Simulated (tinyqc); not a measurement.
What each parameter does: Landau levels of massless Dirac electrons.

E_N = sqrt(2N) hv/l for N = 0, 1, 2, ... and the mirror levels below zero; each is fourfold (spin, valley), Zeeman splitting left out; half of level 0 belongs to the electrons.

In a field B along z: l = 1/sqrt((e/hbar) B) is the magnetic length, n_B = B/(h/e) the number of states per area in one level, hbar wc = 2 muB B/m for mass m in m0; 1/angstrom^2 = 1e16/cm^2.

Level 0 takes 2 n_B electrons and each higher level 4 n_B. At zero temperature and without broadening EF sits in the partly filled level.

Constants: e/hbar = 1.519267448e-05 1/(T angstrom^2); h/e = 413566.7697 T angstrom^2; muB = 5.788381798e-05 eV/T.

Values chosen for the exercise (out of a larger set: near those of graphene; not measured data): hv = 6.61 eV angstrom (hbar v); B = 6.3 T (magnetic field); n = 2.4 x 1e11/cm^2 (electron sheet density).

The second and third levels from below, nu = n/n_B, and EF.

One parameter was then changed.

Results before and after:
```
case     second level (meV)  third level (meV)    nu  EF (meV)
base                  91.45             129.34  1.58      0.00
changed              109.72             155.16  1.58      0.00
```

Which of these changes was made? (a) B = 5.35 T; (b) hv = 7.93 eV angstrom; (c) n = 2.04 x 1e11/cm^2.
Answer: (b) hv = 7.93 eV angstrom. Of the candidates, run in turn, only this one gives the changed row.

All candidates:
```
case                   second level (meV)  third level (meV)    nu  EF (meV)
base                                91.45             129.34  1.58      0.00
B = 5.35 T                          84.28             119.19  1.86      0.00
hv = 7.93 eV angstrom              109.72             155.16  1.58      0.00
n = 2.04 x 1e11/cm^2                91.45             129.34  1.34      0.00
```

Computed by tinyqc, a small Python program: `OMP_NUM_THREADS=1 python tinyqc.py 1281531 1281532 out.jsonl` (the numbers bound the seed that draws the inputs); one thread of a shared host (Intel(R) Xeon(R) Processor @ 2.30GHz), about 0.01 s for the whole set of steps.
